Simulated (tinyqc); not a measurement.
Worked calculation: harmonic frequencies on the RHF/sto-6g surface (energies and gradients from PySCF), for BeH+, spin multiplicity 1. One step of it, computed by the program tinyqc.

Problem. One row of the Hessian: 1Bez. Displace 1Bez by +/-0.002 bohr; H(k, :) = (g(+) - g(-)) / (2 delta).

optimised positions (bohr), order 1Be, 2H:
$$\begin{pmatrix}
0.000000 & 0.000000 & 0.140583 \\
0.000000 & 0.000000 & 2.625976
\end{pmatrix}$$

gradient at +delta (hartree/bohr), order 1Be, 2H:
$$\begin{pmatrix}
0.00000000 & 0.00000000 & 0.00043799 \\
0.00000000 & 0.00000000 & -0.00043799
\end{pmatrix}$$

gradient at -delta (hartree/bohr), order 1Be, 2H:
$$\begin{pmatrix}
0.00000000 & 0.00000000 & -0.00043573 \\
0.00000000 & 0.00000000 & 0.00043573
\end{pmatrix}$$

Give: row of the Hessian.

Solution.

row of the Hessian (hartree/bohr^2): 1Bex 0.000000, 1Bey 0.000000, 1Bez 0.218428, 2Hx 0.000000, 2Hy 0.000000, 2Hz -0.218428
